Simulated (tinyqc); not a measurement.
p-n heterojunction, non-linear Poisson equation by Newton steps, Boltzmann statistics: two steps of the calculation.

One dimension, material 1 (p-type) at x < 0 and material 2 (n-type) at x > 0. Band edges: Ec = -psi in material 1 and -psi + dEc in material 2, Ev = Ec - Eg. Flat quasi-Fermi levels: 0 for holes, +V for electrons. n = Nc F((EFn - Ec)/Vt), p = Nv F((Ev - EFp)/Vt), with F(eta) = exp(eta) (Boltzmann statistics); full ionisation, no interface charge, classical densities; the doping types are chosen for the exercise.

Parameters, values chosen for the exercise; band and dielectric values those of a made-up pair:

| symbol | value | unit | meaning |
|---|---|---|---|
| T | 400 | K | temperature |
| Eg1 | 1.66 | eV | band gap of material 1 |
| er1 | 10.3 |  | relative permittivity of material 1 |
| Nc1 | 1.49e18 | cm^-3 | conduction-band density of states of material 1 |
| Nv1 | 2.08e19 | cm^-3 | valence-band density of states of material 1 |
| Eg2 | 1.63 | eV | band gap of material 2 |
| er2 | 14.7 |  | relative permittivity of material 2 |
| Nc2 | 7.44e17 | cm^-3 | conduction-band density of states of material 2 |
| Nv2 | 1.6e19 | cm^-3 | valence-band density of states of material 2 |
| dEc | -0.27 | eV | conduction-band offset Ec2 - Ec1 |
| N1 | 1e16 | cm^-3 | acceptor density of material 1 |
| N2 | 5.4e15 | cm^-3 | donor density of material 2 |
| V | -1.6 | V | bias of side 1 against side 2 |

Constants: q = 1.602176634e-19 C, kB = 1.380649e-23 J/K, Vt = kB T/q, eps0 = 8.8541878128e-14 F/cm where lengths are in cm. Results are converted to the units shown.

Problem 1. Band edges, densities and displacement. Ec, Ev, n and p as defined; D = a_k (psi_(k+1) - psi_k) on the interval that holds the interface.

x, node 0 to 11 (nm): [-845, -648, -482, -341, -222, -121, -36, 36, 163, 389, 787, 1490]
converged psi, node 0 to 11 (V): [-1.3966500, -1.3965357, -1.3946855, -1.3720487, -1.2142884, -0.8861930, -0.4711974, -0.0878467, 0.3853351, 0.9622253, 1.1553863, 1.1602164]
material, node 0 to 11: [1, 1, 1, 1, 1, 1, 1, 2, 2, 2, 2, 2]
coupling a_i, interval 0 to 10 (F/cm^2): [4.6293469e-8, 5.4938635e-8, 6.4679528e-8, 7.6637088e-8, 9.0295183e-8, 1.0729192e-7, 1.4895695e-7, 1.0248548e-7, 5.7591399e-8, 3.2702653e-8, 1.8514447e-8]

Give: Ec; Ev; n; p; D.

Solution 1.

Ec, node 0 to 11 (eV): [1.397, 1.397, 1.395, 1.372, 1.214, 0.886, 0.471, -0.182, -0.655, -1.232, -1.425, -1.430]
Ev, node 0 to 11 (eV): [-0.263, -0.263, -0.265, -0.288, -0.446, -0.774, -1.189, -1.812, -2.285, -2.862, -3.055, -3.060]
n, node 0 to 11 (cm^-3): [2.613e-20, 2.621e-20, 2.766e-20, 5.334e-20, 5.185e-18, 7.056e-14, 1.195e-8, 1.017, 9.318e5, 1.729e13, 4.694e15, 5.400e15]
p, node 0 to 11 (cm^-3): [1.000e16, 9.967e15, 9.446e15, 4.898e15, 5.039e13, 3.703e9, 2.187e4, 2.355e-4, 2.571e-10, 1.386e-17, 5.104e-20, 4.437e-20]
D = 57.10 nC/cm^2

Problem 2. Check against the first integral. Exact first integral: on each side D^2/(2 eps0 er) = G, G = q [Vt (nI_j - nI_b) + Vt (pI_j - pI_b) - C (psi_j - psi_b)], with C = -N1 or +N2, b the neutral end of that side, and nI, pI the densities themselves. D is continuous, so er1 G1(psi_j) = er2 G2(psi_j) fixes psi_j. Ends from Nv1 F((-psi_L - Eg1)/Vt) = N1 and Nc2 F((V + psi_R - dEc)/Vt) = N2. D is counted positive when psi rises towards material 2.

Wanted: psi_j; D; psi_j - psi_L; psi_R - psi_j; Ec1 - EFn at the interface; Ec2 - EFn at the interface.

Solution 2.

psi_j = -0.27932 V
D = 56.253 nC/cm^2
psi_j - psi_L = 1.1173 V
psi_R - psi_j = 1.4395 V
Ec1 - EFn at the interface = 1.8793 eV
Ec2 - EFn at the interface = 1.6093 eV

Material 2 takes 56.3 % of the bending.

Numbers from tinyqc (`OMP_NUM_THREADS=1 python tinyqc.py 2040006 2040007 out.jsonl`; about 0.02 s on one thread of a shared Intel Xeon 2.30GHz).
